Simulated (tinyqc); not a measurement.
Inside a calculation. Model: donor in an ellipsoidal valley (Kohn-Luttinger variational method). Computed by tinyqc, a small Python program that keeps every step. Command: `OMP_NUM_THREADS=1 python tinyqc.py 3004919 3004920 out.jsonl kohnlutt walk`. One thread of a shared host (Intel(R) Xeon(R) Processor @ 2.30GHz), about 0.04 s of CPU time with the checks. Intermediate numbers are printed to about 5 digits and carried at full precision; extremes and crossings named in words are read from the listed rows.

H = -(d^2/dx^2 + d^2/dy^2) - gamma d^2/dz^2 - 2/r in units built on m_t, with gamma = m_t/m_l and z along the valley axis. One valley; no valley-orbit or central-cell term.

Inputs (values chosen for the exercise, modelled on GaP):
```
quantity                      value  unit
transverse mass m_t           0.257   m_0
longitudinal mass m_l          1.23   m_0
dielectric constant eps        11.3     -
trial ratio b/a                0.53     -
observed depth chosen for 1s   80.1   meV
```

Constants: Ry = 13.605693123 eV; a_0 = 0.529177210903 angstrom; h x 1 THz = 4.135667696 meV.

## Effective units

Ry* = Ry m_t/eps^2, a* = a_0 eps/m_t, gamma = m_t/m_l.

Ry* = 27.384 meV

a* = 23.267 angstrom

gamma = 0.20894

## Energy at a trial ratio

Trial function exp(-sqrt((x^2 + y^2)/a^2 + z^2/b^2)) with beta = b/a < 1: E = t/a^2 - u/a, t = (2 + gamma/beta^2)/3, u = 2 arcsin(sqrt(1 - beta^2))/sqrt(1 - beta^2); the best a is 2 t/u and E(beta) = -u^2/(4 t).

t = 0.91461

u = 2.3873

best a = 0.76624 a*

E(beta) = -1.5578 Ry*

## Minimum over the ratio

Golden-section search on beta from 0.05 to 0.999, 60 steps.

Search, first ten steps; c and d are the inner points:
```
step      low     high        c  E(c) (Ry*)        d  E(d) (Ry*)
1     0.05000  0.99900  0.41249     -1.4698  0.63651     -1.5554
2     0.41249  0.99900  0.63651     -1.5554  0.77497     -1.4972
3     0.41249  0.77497  0.55094     -1.5618  0.63651     -1.5554
4     0.41249  0.63651  0.49806     -1.5459  0.55094     -1.5618
5     0.49806  0.63651  0.55094     -1.5618  0.58363     -1.5633
6     0.55094  0.63651  0.58363     -1.5633  0.60383     -1.5616
7     0.55094  0.60383  0.57114     -1.5634  0.58363     -1.5633
8     0.55094  0.58363  0.56343     -1.5630  0.57114     -1.5634
9     0.56343  0.58363  0.57114     -1.5634  0.57591     -1.5634
10    0.57114  0.58363  0.57591     -1.5634  0.57886     -1.5634
```

best beta = 0.57563

radius a of the 1s trial function = 17.425 angstrom

radius b of the 1s trial function = 10.030 angstrom

1s binding energy, trial function = 42.813 meV

The envelope is flattened along the heavy axis; beta is close to gamma^(1/3) = 0.593.

## Levels from a Gaussian basis

Gaussian basis: g = P exp(-al (x^2 + y^2) - be z^2) with P = 1 (s-like), z (2p0) or x (2p+-); al = 0.004 x 2.6^k, k = 0..11, and be/al = 1, gamma^(-1/2) or 1/gamma (36 functions); 1/r = (2/sqrt(pi)) int exp(-t^2 r^2) dt by 48 Gauss-Legendre points after t = sqrt(al_i + al_j) tan(theta); overlap eigenvalues below 1e-10 are dropped.

1s binding energy, Gaussian basis = 42.870 meV

2p0 binding energy = 15.741 meV

2p+- binding energy = 8.7844 meV

The two-parameter trial function recovers 99.87 % of the 1s binding of the larger basis. 2p0, with its lobes along the heavy axis, is bound 1.79 times as strongly as 2p+-.

## Optical lines and the chemical shift

With an observed depth of 1s, the lines are 1s -> 2p0 = depth - E(2p0) and 1s -> 2p+- = depth - E(2p+-); the chemical shift is depth - E(1s, Gaussian basis); 1 meV = 1 THz/4.135667696.

line 1s -> 2p0 = 64.359 meV

line 1s -> 2p+- = 71.316 meV

chemical shift = 37.230 meV

frequency of the line 1s -> 2p+- = 17.244 THz

The spacing of the two lines, 6.957 meV, does not depend on the depth, so it is the same for every donor in this host.

## Which single mass stands for the valley

A hydrogenic level is Ry m/eps^2 for one mass m; errors are against the Gaussian basis.

1s binding energy:
```
rule                                      mass (m_0)  binding (meV)  error (%)
transverse mass                               0.2570          27.38     -36.12
conductivity mass 3/(2/m_t + 1/m_l)           0.3490          37.19     -13.25
density-of-states mass (m_t^2 m_l)^(1/3)      0.4331          46.15       7.65
longitudinal mass                             1.2300         131.06     205.71
trial function with a and b                        -          42.81      -0.13
mass that fits 1s                             0.4023          42.87       0.00
```

The conductivity mass, which is what a spherical trial function (a = b) gives, falls short by 13.2 %, as a restricted variational bound must; the density-of-states mass is off by +7.6 %. The mass that fits lies between the two.

## Levels against anisotropy

The trial energy is minimised over beta by golden section from 0.05 to 0.999, 60 steps.

Binding energies (Ry*):
```
gamma  1s, trial  1s, Gaussians     2p0     2p+-
0.052     2.0758         2.0870  1.0102  0.36733
0.100     1.8387         1.8445  0.7905  0.34751
0.210     1.5615         1.5636  0.5735  0.32059
0.310     1.4162         1.4172  0.4755  0.30461
0.360     1.3609         1.3616  0.4410  0.29816
0.600     1.1759         1.1761  0.3358  0.27488
0.860     1.0508         1.0508  0.2734  0.25748
```

As gamma falls from 0.86 to 0.052, 1s deepens from 1.051 to 2.087 Ry*, on the way from the hydrogen value 1 to the two-dimensional limit 4; 2p+- moves from 0.257 to 0.367 (limits 1/4 and 4/9), while 2p0 climbs from 0.273 to 1.010 and joins 1s as gamma tends to 0. Near gamma = 1 the trial function is almost exact and can pass the Gaussian basis, whose own error is about 3e-5 Ry*.

Checks made by the program: the Gaussian basis at gamma = 1 against 1, 1/4 and 1/4 Ry* (relative difference 3e-05); trial function against Gaussian basis (relative difference 1e-03).
